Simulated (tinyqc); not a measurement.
## Trapped share and trap depth from dynamic on-resistance

Problem. Traps remove the share ft of the electrons in the drain access (length Ld, sheet resistance Rsh before stress), so Ron grows by Rsh Ld ft/(1 - ft). The recovery time goes as T^(-2) exp(q Ea/(kB T)). Find ft and Ea.

Values chosen for this exercise:
- Ld = 12 um (drain access length)

Constants: q = 1.602176634e-19 C, kB = 1.380649e-23 J/K. Results are converted to the units shown.

Ron before and just after an off-state stress (ohm mm): [8.5038963, 10.507482]
Rsh = 500.89654 ohm
recovery times at 340 and 370 K (s): [0.8, 0.26364146]

Solution. The rise of Ron over Rsh Ld is ft/(1 - ft); ln(t T^2) is linear in 1/T.

ft = 0.2500
Ea = 0.3400 eV

Program tinyqc, `OMP_NUM_THREADS=1 python tinyqc.py 2570105 2570106 out.jsonl`; Intel Xeon 2.30GHz, shared host, one thread, about 0.02 s.
